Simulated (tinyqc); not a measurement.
## Capacitance measurement on a leaky thin oxide: effects of series resistance and leakage: readings against frequency

The device is a capacitance C in parallel with a leakage conductance G, in series with Rs and Ls. An impedance meter reports either a parallel pair (Cp, Gp) from Y = 1/Z = Gp + i w Cp or a series pair (Cs, Rm) from Z = Rm + 1/(i w Cs); w = 2 pi f, dissipation D = Gp/(w |Cp|).

EOT = 3.9 tox/eox; CET = EOT + zc + zp; C = 3.9 eps0 A/CET; G = Jg A/Vs. Z = Rs + i w Ls + 1/(G + i w C); CET read from Cp = 3.9 eps0 A/Cp; errors under 0.001 % are printed as 0.

Parameters, values chosen for the exercise; values of the order met in thin-oxide MOS capacitors: relative permittivity of the gate insulator (close to silicon nitride) eox = 7.37; insulator thickness tox = 3.6 nm; gate area A = 100 um^2; oxide-equivalent thickness added by the accumulation layer zc = 0.29 nm; oxide-equivalent thickness added by gate depletion zp = 0.13 nm; gate leakage current density, not matched to the thickness Jg = 0.00016 A/cm^2; voltage for an e-fold rise of the leakage Vs = 0.19 V; series resistance Rs = 12 ohm; series inductance Ls = 0 nH.

Constants: eps0 = 8.8541878128e-14 F/cm where lengths are in cm. Results are converted to the units shown.

The same in every row: C (pF) = 1.4852.

Results:
```
f (Hz)  Cp (pF)  Cs (pF)          D  error of Cp (%)  error of Cs (%)  CET read from Cp (nm)
1000     1.4852   1.4973   0.090240                0            0.814                 2.3250
3000     1.4852   1.4865   0.030080                0           0.0905                 2.3250
10000    1.4852   1.4853  0.0090251                0          8.14e-3                 2.3250
1e5      1.4852   1.4852  9.1360e-4                0                0                 2.3250
3e5      1.4852   1.4852  3.3440e-4                0                0                 2.3250
1e6      1.4852   1.4852  2.0222e-4                0                0                 2.3250
3e6      1.4852   1.4852  3.6603e-4                0                0                 2.3250
1e7      1.4852   1.4852  0.0011288                0                0                 2.3250
3e7      1.4852   1.4852  0.0033625         -1.13e-3                0                 2.3250
```

Estimate the missing row, f = 30000 Hz.

Computed row:
```
f (Hz)  Cp (pF)  Cs (pF)          D  error of Cp (%)  error of Cs (%)  CET read from Cp (nm)
30000    1.4852   1.4852  0.0030114                0                0                 2.3250
```

With this row back in the table: D goes from 0.0902 through a minimum of 2.02e-4 (at f = 1e6 Hz among the rows listed) to 0.00336; without inductance its minimum lies at f = sqrt(G (1 + G Rs)/Rs)/(2 pi C) = 8.98e5 Hz. The error of Cp goes from 0 to -0.00113 % and that of Cs from 0.814 to 0 %; at low frequency Cp tends to C/(1 + G Rs)^2 and Cs grows as 1 + (G/(w C))^2. One of the two readings is within 2 % of C for f = 1000, 3000, 10000, 30000, 1e5, 3e5, 1e6, 3e6, 1e7, 3e7 Hz.

Numbers from tinyqc (`OMP_NUM_THREADS=1 python tinyqc.py 2022192 2022193 out.jsonl`; about 0.01 s on one thread of a shared Intel Xeon 2.30GHz).
